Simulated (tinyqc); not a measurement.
Electron continuity equation in a given potential, Scharfetter-Gummel discretisation: one step of the calculation.

Steady state in one dimension: J = q mu n E + q D dn/dx with E = -dpsi/dx and D = mu Vt, dJ/dx = 0, fixed densities nL and nR at the ends. The potential is given, psi = 0 for x < L/2 and U (2 x/L - 1) beyond, and is not changed by the electrons.

Task. Tridiagonal system for the inner nodes. Row i (1 to 7): B(-d_(i-1)) n_(i-1) + b_i n_i + B(d_i) n_(i+1) = f_i with b_i = -B(-d_i) - B(d_(i-1)) and f_i = 0; the known end values are moved to the right: f_1 loses B(-d_0) nL and f_7 loses B(d_7) nR. h = L/8, D = mu Vt.

Values chosen for this exercise; mobility close to that of silicon at room temperature:
```
symbol   value        unit               meaning
T          293           K           temperature
mu        1360  cm^2/(V s)     electron mobility
L           12          um  length of the region
nL      3.1e14       cm^-3      density at x = 0
nR      8.4e13       cm^-3      density at x = L
```

Constants: q = 1.602176634e-19 C, kB = 1.380649e-23 J/K, Vt = kB T/q. Results are converted to the units shown.

```
interval      B(d_i)    B(-d_i)
0                  1          1
1                  1          1
2                  1          1
3                  1          1
4         0.49080802  1.7779986
5         0.49080802  1.7779986
6         0.49080802  1.7779986
7         0.49080802  1.7779986
```

Find: diagonal b; right side f.

Result.

```
node  diagonal b  right side f (cm^-3)
1         -2.000             -3.100e14
2         -2.000                     0
3         -2.000                     0
4         -2.778                     0
5         -2.269                     0
6         -2.269                     0
7         -2.269             -4.123e13
```

tinyqc, about 0.01 s, one thread, Intel Xeon 2.30GHz (shared host): `OMP_NUM_THREADS=1 python tinyqc.py 2220005 2220006 out.jsonl`
